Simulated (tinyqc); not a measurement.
# Stress in a transistor channel from embedded alloy regions, liners and fins, by half-space elasticity, step by step

A worked calculation. Computed by tinyqc, a small Python program that keeps every step. Command: `OMP_NUM_THREADS=1 python tinyqc.py 3009548 3009549 out.jsonl stressor walk`. One thread of a shared host (Intel(R) Xeon(R) Processor @ 2.30GHz), about 0.01 s of CPU time with the checks. Intermediate numbers are printed to about 5 digits and carried at full precision; extremes and crossings named in words are read from the listed rows.

Plane strain in an isotropic half-space, the same constants everywhere; x along the channel from its centre, y downwards from the free surface; stress is positive in tension.

Inputs (values chosen for the exercise, modelled on silicon):

| quantity | value | unit |
|---|---|---|
| alloy fraction x | 0.56 | - |
| lattice change per unit x, beta | 0.0424 | - |
| Young's modulus E | 172 | GPa |
| Poisson ratio nu | 0.25 | - |
| channel length L | 70 | nm |
| length of each stressor S | 175 | nm |
| recess depth d | 80 | nm |
| depth of the field point y | 5.6 | nm |
| liner stress | -1.4 | GPa |
| liner thickness t | 45 | nm |
| length of a cut fin or stripe | 560 | nm |
| height of the strained layer h | 50 | nm |
| longitudinal piezoresistance coefficient | 71.3 | 1e-11/Pa |
| vertical piezoresistance coefficient | -0.99 | 1e-11/Pa |

Stressor: Si(1-x)Ge(x) source and drain.

## Misfit and the pressure on the side walls

Misfit e = beta x. A fully constrained inclusion holds the stress -p with p = E e/(1 - 2 nu); a blanket film would hold -E e/(1 - nu) in the plane.

misfit e = 0.023744

p = 8.167936 GPa

stress of a blanket film = -5.4453 GPa

Caution: at such misfit the regions may relax by dislocations, and linear elasticity is rough.

## Stress at the centre of the channel

A line element dA of misfit at (a, c) in the half-space gives, with C = E e/(2 pi (1 - nu)), X = x - a, r1^2 = X^2 + (y - c)^2, r2^2 = X^2 + Y^2, Y = y + c: s_xx = -C dA {[X^2 - (y - c)^2]/r1^4 + 3 [X^2 - Y^2]/r2^4 + 4 y Y (Y^2 - 3 X^2)/r2^6}, s_yy = C dA {[X^2 - (y - c)^2]/r1^4 - [X^2 - Y^2]/r2^4 + 4 y Y (Y^2 - 3 X^2)/r2^6}. These are integrated over two rectangles, L/2 < |a| < L/2 + S, 0 < c < d (closed form in a, 200 Gauss-Legendre points in c).

s_xx = -4601.5 MPa

s_yy = 0.63579 MPa

s_xx over the blanket-film stress = 0.84505

The channel is compressed along its length; s_yy is 1.4e-4 of s_xx in size and vanishes at the surface.

## Closed form at the surface

At x = y = 0 the integral is s_xx = -(4/pi) [E e/(1 - nu)] [arctan(2 d/L) - arctan(d/(L/2 + S))].

s_xx at the surface = -5507.7 MPa

For fixed L and S it is largest at d = sqrt((L/2)(L/2 + S)) = 85.7 nm; d is short of that.

## A stressed liner, as two edge forces

The liner over source and drain ends at the gate, x = -/+ L/2, and pulls there with the force per width F = (liner stress) t along the surface. A tangential line force gives s_xx = (2 F/pi) X^3/(X^2 + y^2)^2 at the distance X; two of them add at the centre, X = L/2. For L > 3.5 y the concentrated force is an upper bound.

edge force F = -63 N/m

s_xx from the liner = -2178.8 MPa

Caution: the real force is spread over several liner thicknesses, so for a channel this short the concentrated force clearly overstates the stress.

## Mobility change, linear estimate

d mu/mu = -(pi_L s_xx + pi_z s_yy) for the embedded regions alone; the stress across the width is left out.

mobility change = 328.09 %

The vertical stress supplies 6.3e-4 of these points. Caution: beyond a few hundred MPa bulk piezoresistance coefficients no longer describe an inversion layer well.

## Relaxation at the ends of a cut stripe

Shear-lag estimate for a stripe of length l and height h on a like substrate: the stress along it is s(x)/s_film = 1 - cosh(x/lam)/cosh(l/(2 lam)), lam = (pi/2) g h with g = 1.258; mean = 1 - (2 lam/l) tanh(l/(2 lam)).

transfer length lam = 98.803 nm

share kept at the centre = 0.88284

share kept on average = 0.64956

The ends reach the centre.

## Along the channel and with depth

The formulas are those given above.

Stress (MPa):

| 2x/L | s_xx at y | s_yy at y | s_xx at d/2 | s_xx at 1.5 d |
|---|---|---|---|---|
| 0.0 | -4601.5 | 0.64 | -1574.4 | 626.47 |
| 0.2 | -4572.1 | 3.21 | -1598.4 | 635.94 |
| 0.4 | -4463.7 | 14.34 | -1674.1 | 664.15 |
| 0.6 | -4194.7 | 56.65 | -1809.0 | 709.97 |
| 0.8 | -3549.2 | 320.01 | -2001.8 | 770.30 |

Near the surface s_xx changes by -23 % from the centre to 2x/L = 0.8. At the centre, s_xx at half the recess depth is 0.34 of its value at y, and below the recess -0.14. An element acts with the sign of X^2 - (y - c)^2, so its direct term reverses where the offset in depth exceeds the lateral distance, and the image terms that amplify the stress near the surface fade with depth.

## Shrinking the pitch

L and S are scaled together at fixed d, then S alone, then L alone.

S_xx at the centre (MPa):

| scale | L and S scaled | S alone | L alone |
|---|---|---|---|
| 0.35 | -1666.8 | -2468.3 | -4339.6 |
| 0.50 | -3039.2 | -3191.4 | -4708.6 |
| 0.70 | -4028.8 | -3896.4 | -4803.7 |
| 1.00 | -4601.5 | -4601.5 | -4601.5 |
| 1.40 | -4658.2 | -5181.1 | -4133.7 |
| 2.00 | -4275.2 | -5683.1 | -3405.5 |
| 3.00 | -3492.4 | -6116.6 | -2449.3 |

Halving S alone keeps 0.69 of the stress, halving L alone gives 1.02, and halving both 0.66: a shorter channel brings the walls closer, a shorter stressor brings its far wall, which pulls the other way, closer too. Neighbouring devices are left out.

Checks made by the program: surface stress against its closed form; zero normal stress at the surface (relative difference below 1e-10).
